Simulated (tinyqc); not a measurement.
From results back to parameters: effective mass of the split-off band from tabulated energies. Three cases, with inputs chosen for the exercise.

Problem. A band follows E (1 + alpha E) = c k^2/m, c = hbar^2/2m0. Its energies at two wave vectors are given.

Constants: hbar^2/2m0 = 3.80998211 eV angstrom^2.

Case 1.

Values chosen (out of a larger set: band of an eight-band Kane model near GaAs; not measured data): k12 = (0.0117, 0.0312) 1/angstrom (two wave vectors).

energies (meV): 3.12090  23.44195

Case 2.

Values chosen (out of a larger set: band of an eight-band Kane model near InP; not measured data): k12 = (0.0162, 0.0432) 1/angstrom (two wave vectors).

energies (meV): 4.88933  41.02532

Case 3.

Values chosen (out of a larger set: band of an eight-band Kane model near InSb; not measured data): k12 = (0.0174, 0.0464) 1/angstrom (two wave vectors).

energies (meV): 10.38096  73.28241

Find: y = c k^2/E; m; alpha.

Solution.

Case 1.

y = c k^2/E (m0): 0.16711  0.15821
m = 0.1685 m0
alpha = -2.60 1/eV

y = m + m alpha E is a straight line through the two points. A negative alpha means that the band steepens away from the edge, repelled by the bands nearer the gap.

Case 2.

y = c k^2/E (m0): 0.20450  0.17332
m = 0.2087 m0
alpha = -4.14 1/eV

y = m + m alpha E is a straight line through the two points. A negative alpha means that the band steepens away from the edge, repelled by the bands nearer the gap.

Case 3.

y = c k^2/E (m0): 0.11112  0.11193
m = 0.1110 m0
alpha = 0.12 1/eV

y = m + m alpha E is a straight line through the two points.

Computed by tinyqc, one run a case: `OMP_NUM_THREADS=1 python tinyqc.py N N+1 out.jsonl` with N = 1850898, 1850942, 1850988; one thread of a shared Intel(R) Xeon(R) Processor @ 2.30GHz, about 0.01 s a run at most.
